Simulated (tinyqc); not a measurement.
Transfer curve: field-effect mobility of a thin-film transistor with band-tail and deep states (multiple trapping). Computed by tinyqc, a small Python program. Command: `OMP_NUM_THREADS=1 python tinyqc.py 3010054 3010055 out.jsonl tft walk`. One thread of a shared host (Intel(R) Xeon(R) Processor @ 2.30GHz), about 0.04 s of CPU time with the checks.

A thick film in accumulation at small drain voltage. Only free electrons move; trapped ones still screen the gate. N_c and mu_0 are held fixed when T changes, leaving out the T^(3/2) growth of N_c. x = E_0 - psi is the distance of the Fermi level below the band edge.

Inputs (values chosen for the exercise, modelled on an amorphous In-Ga-Zn oxide):

| quantity | value | unit |
|---|---|---|
| permittivity eps | 11.5 | - |
| effective density of states N_c | 4.6e+18 | 1/cm^3 |
| band mobility mu_0 | 15 | cm^2/(V s) |
| tail density at the edge g_t | 2.5e+19 | 1/(eV cm^3) |
| tail width E_t | 21 | meV |
| deep-state density g_d | 2e+16 | 1/(eV cm^3) |
| flat-band Fermi level below the edge, E_0 | 0.7 | eV |
| equivalent oxide thickness t | 100 | nm |
| temperature T | 350 | K |

Deep states: included.

Constants: k_B = 8.617333262e-05 eV/K; e = 1.602176634e-19 C; eps_0 = 8.8541878128e-12 F/m.

Method:
- F_j(eta) = int_0^infinity x^j/(1 + exp(x - eta)) dx, without a gamma-function factor.
- Integrals over x = E/(k_B T) use 160 Gauss-Legendre points in u = sqrt(x) from 0 to sqrt(max(eta, 0) + 32).
- Free n(x) = N_c (2/sqrt(pi)) F_1/2(-x/k_B T), with F_1/2 from its two-term series in exp(-x/k_B T) for x >= 12 k_B T; tail n_t(x) = int_0^1.2eV g_t exp(-E/E_t)/(1 + exp((x - E)/k_B T)) dE, E counted down from the edge, 120 Gauss-Legendre points; deep charge g_d psi; space charge rho(psi) = n + n_t + g_d psi less its value at psi = 0.
- Poisson: F(psi) = sqrt((2 e/(eps eps_0)) int_0^psi rho dpsi'); V_G - V_FB = psi_s + eps F(psi_s) t/3.9; free sheet density N_f = int (n - n(E_0))/F dpsi; induced sheet density N_i = eps eps_0 F(psi_s)/e; trapezoid rule on 301 even points in psi, the first interval left out of N_f.
- mu_eff = mu_0 N_f/N_i; field-effect mobility mu_FE = mu_0 e (dN_f/dV_G)/C_ox and swing S = dV_G/dlog10(N_f), by a central difference of +/- 2 mV in psi_s; C_ox = 3.9 eps_0/t.

Against the band bending:

| psi_s (V) | V_G - V_FB (V) | N_f (1/cm^2) | mu_eff (cm^2/(V s)) | mu_FE (cm^2/(V s)) | S (mV/decade) |
|---|---|---|---|---|---|
| 0.24 | 0.637 | 2.8820e+06 | 5.0521e-04 | 2.1310e-03 | 217 |
| 0.35 | 0.929 | 7.1372e+07 | 8.5735e-03 | 5.5796e-02 | 205 |
| 0.43 | 1.146 | 8.0381e+08 | 7.8131e-02 | 6.1038e-01 | 211 |
| 0.50 | 1.367 | 6.8044e+09 | 5.4612e-01 | 3.7130e+00 | 294 |
| 0.56 | 1.719 | 3.9902e+10 | 2.3955e+00 | 8.5457e+00 | 749 |
| 0.62 | 2.723 | 1.8916e+11 | 6.2615e+00 | 1.1328e+01 | 2677 |
| 0.66 | 4.256 | 4.5316e+11 | 8.7715e+00 | 1.2489e+01 | 5815 |
| 0.71 | 7.868 | 1.1368e+12 | 1.1053e+01 | 1.3665e+01 | 13332 |
| 0.77 | 15.277 | 2.6406e+12 | 1.2668e+01 | 1.4414e+01 | 29357 |

The steepest swing among the rows is 205 mV/decade, close to the estimate for deep states alone, ln(10)(k_B T/e)(1 + sqrt(e eps eps_0 g_d)/C_ox) = 184. mu_eff climbs from 5.1e-4 to 13, 84 % of mu_0 in the last row. Between rows 6 and 7 N_f scales as (V_G - V_FB - psi_s)^1.63; an exponential tail holding all the charge would give the larger of 1 and 2 E_t/k_B T - 1, here 1.00, and free charge alone 1; charge in deep states makes the exponent larger and lets it vary with V_G.
